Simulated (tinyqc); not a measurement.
RHF in the sto-6g basis, for BeH+, spin multiplicity 1, step by step. One step of it, computed by the program tinyqc.

Task: Iteration 4: DIIS coefficients. Solve [B -1; -1 0][c; lambda] = [0; -1] for the coefficients, which sum to one.

B (overlaps of the stored error matrices):
```
               1              2              3              4
1  5.9909803e-01  1.8688183e-01  3.9241813e-02  9.6204854e-03
2  1.8688183e-01  5.9846023e-02  1.3083952e-02  3.3501464e-03
3  3.9241813e-02  1.3083952e-02  3.1362126e-03  8.8451541e-04
4  9.6204854e-03  3.3501464e-03  8.8451541e-04  2.7186618e-04
```

Give: DIIS coefficients.

Result:

DIIS coefficients: -0.0168  0.2049  -1.2173  2.0292
